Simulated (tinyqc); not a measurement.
Worked calculation: cyclotron resonance of ellipsoidal valleys, Ge type. Values are carried at full precision from step to step, so a last printed digit may differ when a step is redone from the rounded ones.

Valleys along [111], [-111], [1-11], [11-1], mass ml along the axis and mt across it. B lies in the (1-10) plane, b = (sin(theta)/sqrt2, sin(theta)/sqrt2, cos(theta)). For the angle phi between B and the axis, 1/mc^2 = cos^2(phi)/mt^2 + sin^2(phi)/(mt ml). Resonance: h nu = 2 muB B/mc, h = 2 pi hbar.

Constants: hbar = 6.58211957e-16 eV s; muB = 5.788381798e-05 eV/T.

Parameters, chosen for this exercise (near those of Ge; the results hold for these values, not for the real material):
```
symbol  value  unit     meaning
theta   75     degrees  angle of B from [001] towards [110]
ml      1.566  m0       longitudinal mass
mt      0.079  m0       transverse mass
nu      9.4    GHz      microwave frequency
tau     13     ps       scattering time
```

## Angles to the valley axes

Give b and cos^2(phi) for each axis.

b: 0.6830  0.6830  0.2588

cos^2(phi): [111] 0.8800, [-111] 0.0223, [1-11] 0.0223, [11-1] 0.4086

## Cyclotron masses and resonance fields

For each axis, mc and B = h nu mc/(2 muB).

Resonances:
```
axis    mc (m0)   B (T)
[111]    0.0839  0.0282
[-111]   0.2951  0.0991
[1-11]   0.2951  0.0991
[11-1]   0.1193  0.0401
```

3 distinct masses appear; the limits are mt = 0.079 (B along the axis) and sqrt(ml mt) = 0.3517 (B across it).

## The same from the mass tensor

For the valley along [11-1]: M = mt 1 + (ml - mt) a a^T, and mc^2 = det M/(b M b).

M (m0), lower triangle:
```
         x        y       z
x   0.5747
y   0.4957   0.5747
z  -0.4957  -0.4957  0.5747
```

det M = 0.0097734
b M b = 0.6866
mc = 0.1193 m0

## Line shape

For linear polarisation and one isotropic mass the absorbed power goes as P = [1 + (w^2 + wc^2) tau^2]/([1 + (wc^2 - w^2) tau^2]^2 + 4 w^2 tau^2), w = 2 pi nu. List it for wc/w = 0, 0.5, 0.8, 0.9, 1, 1.1, 1.2, 1.5 and 2, which is B over the resonance field.

w tau = 0.768

Power:
```
wc/w       P
0.0   0.6291
0.5   0.6507
0.8   0.6603
0.9   0.6569
1.0   0.6489
1.1   0.6360
1.2   0.6182
1.5   0.5425
2.0   0.3939
```

The largest listed value lies at wc/w = 0.8, 1.0 times the zero-field value. With w tau below 1 there is no resolved resonance.

## Checks

- Rotation frequency of dv/dt = -M^-1 (v x b) for the valley along [11-1], in units of e B/m0, against 1/mc: both 8.3819.

tinyqc: `OMP_NUM_THREADS=1 python tinyqc.py 1250742 1250743 out.jsonl`; about 0.01 s, one thread, shared Intel(R) Xeon(R) Processor @ 2.30GHz.
